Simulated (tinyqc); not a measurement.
Inside a calculation. Model: free and trapped electrons in a MOS channel with a dense trap tail.

Program tinyqc, `OMP_NUM_THREADS=1 python tinyqc.py 2222082 2222083 out.jsonl`; Intel Xeon 2.30GHz, shared host, one thread, about 0.02 s. Printed values are rounded.

p-type body, charge-sheet picture, full ionisation (an idealisation for deep acceptors), Boltzmann statistics for free electrons. e = Ec - EF at the surface. Acceptor-like traps of density D(E) = D0 + De exp(-E/Ew) at depth E below Ec, from 0 to Eu, hold n_t = integral of D(E)/(1 + exp((e - E)/Vt)). psi = Eg - Vt ln(Nv/Na) - e; N_dep = sqrt(2 eps0 eps_r Na (psi - Vt)/q); n_f = sqrt(N_dep^2 + 2 eps0 eps_r Vt Nc exp(-e/Vt)/q) - N_dep; Vg = Vfb + psi + q (N_dep + n_t + n_f)/Cox, Cox = eps0 eox/tox.

Values chosen for this exercise; band and dielectric values close to those of gallium nitride: temperature T = 250 K; band gap Eg = 3.46 eV; relative permittivity eps_r = 9.58; conduction-band density of states at T Nc = 1.73e18 cm^-3; valence-band density of states at T Nv = 3.57e19 cm^-3; relative permittivity of the insulator eox = 3.9; insulator thickness tox = 68 nm; acceptor density Na = 5.2e15 cm^-3; flat-band voltage without trapped charge Vfb = -2.35 V; constant background density of acceptor-like traps D0 = 3.2e10 cm^-2 eV^-1; density of the tail at the conduction edge De = 2.7e13 cm^-2 eV^-1; decay energy of the tail Ew = 0.07 eV; depth below Ec down to which the traps reach Eu = 0.98 eV; mobility of free electrons mf = 240 cm^2/(V s); Ec - EF at the surface e = 0.054 eV.

Constants: q = 1.602176634e-19 C, kB = 1.380649e-23 J/K, Vt = kB T/q, eps0 = 8.8541878128e-14 F/cm where lengths are in cm. Results are converted to the units shown.

## Trapped charge

Trapezoid rule on 14 equal steps from 0 to Eu, f = 1/(1 + exp((e - E)/Vt)).

```
point,E (eV),D(E) f (cm^-2 eV^-1)
0,0,2.03817e12
1,0.07,6.75195e12
2,0.14,3.61923e12
3,0.21,1.37527e12
4,0.28,5.26508e11
5,0.35,2.13924e11
6,0.42,9.89263e10
7,0.49,5.66208e10
8,0.56,4.10575e10
9,0.63,3.53321e10
10,0.7,3.32258e10
11,0.77,3.24509e10
12,0.84,3.21659e10
13,0.91,3.20610e10
14,0.98,3.20225e10
```

n_t = 9.71867e11 cm^-2

With 1600 steps n_t = 9.897e11 cm^-2; the coarse value is 1.8 % below it.

## Charges and gate voltage

psi, N_dep, n_f and Vg as defined, with the n_t given; free share n_f/(n_f + n_t); apparent mobility mf n_f/(n_f + n_t); gate voltage spent on traps q n_t/Cox.

psi = 3.21568 V
N_dep = 4.19368e11 cm^-2
n_f = 3.67576e10 cm^-2
Vg = 5.37107 V
free share = 3.64433 %
apparent mobility = 8.74640 cm^2/(V s)
gate voltage spent on traps = 3.06629 V
